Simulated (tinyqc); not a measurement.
## A spin-degenerate level with charging energy between two leads, rate equations: effect of unequal tunnel rates

States 0, up, down and 2 with energies 0, e1 - Ez/2, e1 + Ez/2 and 2 e1 + U. mu_L = +V/2, mu_R = -V/2 (meV), f(x) = 1/(1 + exp(x/kB T)). A transition that adds one electron of given spin at the energy E has the rate G f(E - mu) from each lead, and its reverse G [1 - f(E - mu)]. I counts electrons leaving the left lead, times q.

Here e1 = 2.575 meV, Ez = 0 and V = +/- 15.45 mV, so that only the 0-1 transitions lie in the window. Transition energies: 0-up e1 - Ez/2, 0-down e1 + Ez/2, up-2 e1 + U + Ez/2, down-2 e1 + U - Ez/2. dp/dt = W p; W_ji is the rate from state i to j, and each column sums to zero. Steady state: W p = 0 with sum p = 1. I = q GL sum over transitions i-j of [fL p_i - (1 - fL) p_j].

Inputs (values chosen for the exercise):
- U = 10.3 meV (charging energy of the second electron)
- GL = 0.12 1/ns (tunnel rate to the left lead)
- T = 2.4 K (temperature)

Constants: q = 1.602176634e-19 C, kB = 1.380649e-23 J/K, Vt = kB T/q. Results are converted to the units shown.

Results:

| GR (1/ns) | I at +V (pA) | I at -V (pA) | \|I(+V)/I(-V)\| | (GL + 2 GR)/(2 GL + GR) |
|---|---|---|---|---|
| 0.0081 | 1.2554 | -2.2868 | 0.54897 | 0.54897 |
| 0.017 | 2.5435 | -4.2447 | 0.59922 | 0.59922 |
| 0.037 | 5.1362 | -7.3337 | 0.70036 | 0.70036 |
| 0.08 | 9.6131 | -10.986 | 0.87500 | 0.87500 |
| 0.17 | 15.944 | -14.211 | 1.1220 | 1.1220 |
| 0.37 | 23.323 | -16.543 | 1.4098 | 1.4098 |
| 1.7 | 33.695 | -18.571 | 1.8144 | 1.8144 |

Estimate the missing row, GR = 0.79 1/ns.

Computed row:

| GR (1/ns) | I at +V (pA) | I at -V (pA) | \|I(+V)/I(-V)\| | (GL + 2 GR)/(2 GL + GR) |
|---|---|---|---|---|
| 0.79 | 29.492 | -17.869 | 1.6505 | 1.6505 |

With this row back in the table: The ratio of the two currents rises from 0.549 to 1.81 and agrees with the last column to better than 0.01 %. An empty dot can be filled with either spin but a filled one empties in one way, so I = 2 q G_in G_out/(2 G_in + G_out): the current is larger when the slower junction is the entrance.

Range of the model: Rate equations need hbar G well below kB T; cotunnelling and the Kondo effect are left out.

Numbers from tinyqc (`OMP_NUM_THREADS=1 python tinyqc.py 2780103 2780104 out.jsonl`; about 0.01 s on one thread of a shared Intel Xeon 2.30GHz).
